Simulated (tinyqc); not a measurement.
Inside a calculation. Model: mobility of a non-polar semiconductor in the relaxation-time approximation. Computed by tinyqc, a small Python program that keeps every step. Command: `OMP_NUM_THREADS=1 python tinyqc.py 3008716 3008717 out.jsonl rta walk`. One thread of a shared host (Intel(R) Xeon(R) Processor @ 2.30GHz), about 0.01 s of CPU time with the checks. Intermediate numbers are printed to about 7 digits and carried at full precision; extremes and crossings named in words are read from the listed rows.

Each valley is treated as a sphere of mass m_d for states and rates, with one isotropic relaxation time; the conductivity mass m_c sets the current.

Inputs (values chosen for the exercise, modelled on electrons in silicon):
```
quantity                                          value       unit
longitudinal mass m_l                             0.935        m_0
transverse mass m_t                               0.195        m_0
equivalent valleys Z                                  6          -
static permittivity eps_s                          11.7          -
density rho                                        2329     kg/m^3
sound velocity v_l                                 9250        m/s
acoustic deformation potential D_A                  8.9         eV
phonon energy hbar w                               61.6        meV
optical or intervalley deformation potential D_o    5.1  1e8 eV/cm
final valleys Z_f                                     5          -
carrier density n                                 1e+15     1/cm^3
compensation ratio C                               0.26          -
temperature T                                       300          K
alloy fraction x                                   0.25          -
alloy potential U                                  0.45         eV
lattice constant a                                 5.45   angstrom
```

Band: parabolic. Impurity formula: Conwell-Weisskopf. Further scattering: alloy.

Constants: k_B = 8.617333262e-05 eV/K; m_0 = 9.1093837015e-31 kg; e = 1.602176634e-19 C; hbar = 1.054571817e-34 J s; eps_0 = 8.8541878128e-12 F/m; k_B = 1.380649e-23 J/K; hbar = 6.582119569e-16 eV s.

## Masses

m_d = (m_l m_t^2)^(1/3); 1/m_c = (1/m_l + 2/m_t)/3; Hall mass factor A = 3 K_m (K_m + 2)/(2 K_m + 1)^2, K_m = m_l/m_t; N_I = n (1 + C)/(1 - C).

density-of-states mass m_d = 0.3288216 m_0

conductivity mass m_c = 0.2648789 m_0

Hall mass factor A = 0.8715828

ionised impurity density N_I = 1.702703e+15 1/cm^3

## Fermi level and screening

Parabolic band: E = hbar^2 k^2/(2 m), speed v = hbar k/m, states per spin, volume and energy g(E) = m k/(2 pi^2 hbar^2). Here m = m_d. Masses are multiplied by m_0 and all formulas are in SI units. The reduced Fermi level eta = E_F/(k_B T) solves n = 2 Z int g f dE with f = 1/(1 + exp(x - eta)) (Z = 1 unless valleys are given); screening length L_s = sqrt(eps_s eps_0 k_B T/(e^2 dn/deta)), dn/deta = 2 Z int g f (1 - f) dE. Integrals over x = E/(k_B T) use 160 Gauss-Legendre points in u = sqrt(x) from 0 to sqrt(max(eta, 0) + 32).

reduced Fermi level eta = -10.25378

screening length L_s = 129.2891 nm

The gas is non-degenerate (eta < -2), and L_s is close to the Debye length.

## Rates at a few energies

Phonon occupation N_q = 1/(exp(hbar w/(k_B T)) - 1). Acoustic deformation potential (elastic, equipartition, absorption and emission together): 1/tau = 2 pi k_B T D_A^2 g(E)/(hbar rho v_l^2). Optical or intervalley deformation potential: 1/tau = (pi Z_f D_o^2/(rho w)) [N_q g(E + hbar w) + (N_q + 1) g(E - hbar w)], with g = 0 below the band edge. Each optical term is multiplied by (1 - f(E'))/(1 - f(E)), E' the final energy, for Pauli blocking. Singly charged impurities, momentum relaxation: 1/tau = N_I e^4 m (1 + 2 alpha E) Phi/(8 pi (eps_s eps_0)^2 hbar^3 k^3), with alpha = 0 for a parabolic band. Conwell-Weisskopf: Phi = ln(1 + y^2), y = 4 pi eps_s eps_0 E N_I^(-1/3)/e^2 (largest impact parameter N_I^(-1/3)/2). Alloy disorder: 1/tau = (2 pi/hbar) Omega x (1 - x) U^2 g(E), Omega = a^3/4 (other conventions for Omega rescale U).

Rates (1e12/s) at E = (max(eta, 0) + 0.5, 1, 2, 4) k_B T:
```
E (meV)   acoustic   optical  ionised impurity     alloy
12.9260   1.147556  0.535383         0.1243525  1.071022
25.8520   1.622890  0.579952         0.0578432  1.514653
51.7040   2.295113  0.660125         0.0253829  2.142043
103.4080  3.245780  5.141362         0.0107203  3.029307
```

## Mobility for each process alone

mu = (m_d/m_c) (2 Z e/(3 n k_B T)) int g v^2 tau f (1 - f) dE. Averages over x are split at the emission threshold x_0 = hbar w/(k_B T): 64 Gauss-Legendre points in sqrt(x) below it and 128 in sqrt(x - x_0) above it, up to x = max(eta, 0) + 32.

acoustic mobility = 3077.843 cm^2/(V s)

optical mobility = 6871.922 cm^2/(V s)

ionised impurity mobility = 367412.6 cm^2/(V s)

alloy mobility = 3297.785 cm^2/(V s)

## All processes together

Rates are added at each energy before the average. With <y> = int g v^2 y f (1 - f) dE: Hall factor r_H = A (3 n k_B T/(2 Z m_d)) <tau^2/(1 + 2 alpha E)>/<tau>^2 (alpha = 0 for a parabolic band); Hall mobility r_H mu; |S| = (k_B/e) (<x tau>/<tau> - eta); resistivity 1/(n e mu).

drift mobility mu = 1198.292 cm^2/(V s)

Hall factor r_H = 1.067245

Hall mobility = 1278.872 cm^2/(V s)

Seebeck coefficient |S| = 1042.460 microvolt/K

resistivity = 5.208672 ohm cm

Taking r_H = 1 in a Hall measurement would give a density 0.937 times the true one.

## Matthiessen's rule against the full average

Matthiessen's rule adds 1/mu of the separate processes.

Separate mobilities:
```
process           mu (cm^2/(V s))  share of the sum of 1/mu (%)
acoustic                   3077.8                      41.84853
optical                    6871.9                      18.74340
ionised impurity         367412.6                       0.35057
alloy                      3297.8                      39.05750
```

mobility by Matthiessen's rule = 1288.032 cm^2/(V s)

excess of Matthiessen's rule over the full mu = 7.489013 %

The rule gives 1288 against the full 1198, 7.5 % too high; it can only overestimate, since each separate average is carried by the energies where that process is weak. The largest shares are acoustic (42 %) and alloy (39 %).

Checks made by the program: n against 2 Z (m k_B T/2 pi hbar^2)^(3/2) (2/sqrt(pi)) F_1/2(eta) by adaptive quadrature (relative difference 2e-10); acoustic mobility against its closed form in Fermi integrals (relative difference 2e-10); the sum rule (2 Z/(3 k_B T)) int g v^2 (1 + 2 alpha E) f (1 - f) dE = n/m_d (relative difference 2e-10).
